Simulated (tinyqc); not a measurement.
# Threshold-voltage variability of a planar MOSFET, analytic estimates, step by step

Program tinyqc, `OMP_NUM_THREADS=1 python tinyqc.py 2090112 2090113 out.jsonl`; Intel Xeon 2.30GHz, shared host, one thread, about 0.01 s. Printed values are rounded.

Three independent sources add in quadrature: random dopants in the depleted layer, metal-gate grains of two orientations, and roughness of the two gate edges acting through the roll-off VT = VT(long) - Vr exp(-L/l). These are first-order estimates: no three-dimensional electrostatics, no percolation.

Inputs (values chosen for the exercise); material values close to those of silicon:
```
symbol      value   unit                                                 meaning
T             300      K                                             temperature
Eg            1.1     eV                                                band gap
eps_r        11.6                     relative permittivity of the semiconductor
Nc        2.86e19  cm^-3                  conduction-band density of states at T
Nv         2.6e19  cm^-3                     valence-band density of states at T
Na         1.1e18  cm^-3                                          channel doping
ti            0.9     nm                 oxide-equivalent thickness in inversion
L              20     nm                                             gate length
W              22     nm                                              gate width
G               7     nm                                        metal grain size
dW           0.15     eV  work-function difference of the two grain orientations
p             0.6               share of the orientation of higher work function
De            1.7     nm                          rms roughness of one gate edge
La             15     nm                     correlation length of the roughness
l             3.6     nm                  decay length of the threshold roll-off
Vr            1.1      V                               prefactor of the roll-off
n            1.46                                            subthreshold factor
gI             25    1/V                                  gm/I of a matched pair
sb            2.5      %                 spread of the gain factor of one device
Nb      268435456                                                number of cells
Y           0.999                                                   wanted yield
```

Constants: q = 1.602176634e-19 C, kB = 1.380649e-23 J/K, Vt = kB T/q, eps0 = 8.8541878128e-14 F/cm where lengths are in cm. Results are converted to the units shown.

Range of the model: The depletion depth exceeds L, so source and drain share much of the charge and the dopant estimate is rough. gI s exceeds 0.2, so the linear formula for the current mismatch is only a rough guide.

## Random dopants

ni = sqrt(Nc Nv) exp(-Eg/(2 Vt)), Eg in volts; Cox = 3.9 eps0/ti; Wd = sqrt(4 eps0 eps_r Vt ln(Na/ni)/(q Na)); dopants: s1 = (q/Cox) sqrt(Na Wd/(3 L W)). The slope A1 = s1 sqrt(L W); mean number of dopants Na L W Wd.

Cox = 3.83681 uF/cm^2
Wd = 32.9945 nm
mean number of dopants = 15.9694
A1 = 0.459300 mV um
s1 = 21.8963 mV

Counting alone, 1/sqrt(N) of the depletion voltage q Na Wd/Cox = 152 mV, would give sqrt(3) times more: dopants deep in the layer act less on the surface.

## Metal grains and edge roughness

Grains: Ng = L W/G^2 (at least 1), s2 = dW sqrt(p (1 - p)/Ng). Edges, with exponential correlation and u = W/La: the mean gate length has sL^2 = 2 De^2 (2/u)[1 - (1 - exp(-u))/u]; s3 = sL (Vr/l) exp(-L/l).

Ng = 8.97959
s2 = 24.5227 mV
sL = 1.93587 nm
dVT/dL = 1.18125 mV/nm
s3 = 2.28675 mV

## Total spread, mismatch and leakage

s = sqrt(s1^2 + s2^2 + s3^2). For a pair: s(dVT) = sqrt(2) s; current mismatch sqrt(2) sqrt((gI s)^2 + sb^2); input offset = current mismatch/gI. For a Gaussian VT the off current is log-normal with mean/median = exp(s^2/(2 (n Vt)^2)).

s = 32.9551 mV
s(dVT) = 46.6056 mV
current mismatch = 116.568 %
input offset = 46.6270 mV
mean/median of Ioff = 1.46400

The grains give 55.4 % of the variance; without them s would be 22.0 mV. A current mismatch this large is beyond the linear estimate.

## Iteration 1: margin in standard deviations for the wanted yield

k at the start = 4

Cells fail independently with probability Q(k) = erfc(k/sqrt(2))/2 when the margin is k standard deviations, and Y = exp(-Nb Q(k)). phi = exp(-k^2/2)/sqrt(2 pi). Newton steps on ln Q(k) = ln(-ln(Y)/Nb): k(new) = k + [ln Q - ln(-ln(Y)/Nb)] Q/phi.

Q(k) = 3.16712e-5
phi = 1.33830e-4
k after iteration 1 = 7.77585

## Iteration 2: margin in standard deviations for the wanted yield

As before.

Q(k) = 3.74701e-15
phi = 2.96033e-14
k after iteration 2 = 6.90218

## Course of the iteration: margin in standard deviations for the wanted yield

Stop when k changes by less than 1e-9, or after 30 iterations.

Course of the iteration:
```
iteration        k  |change|
1          7.77585      3.78
2          6.90218     0.874
3          6.84886    0.0533
4          6.84866   2.00e-4
5          6.84866   2.80e-9
6          6.84866   < 1e-12
```

Converged in 6 iterations. At the end the number of correct digits about doubles with each step. With s(dVT) = 46.6 mV, 6.85 standard deviations are 319 mV.
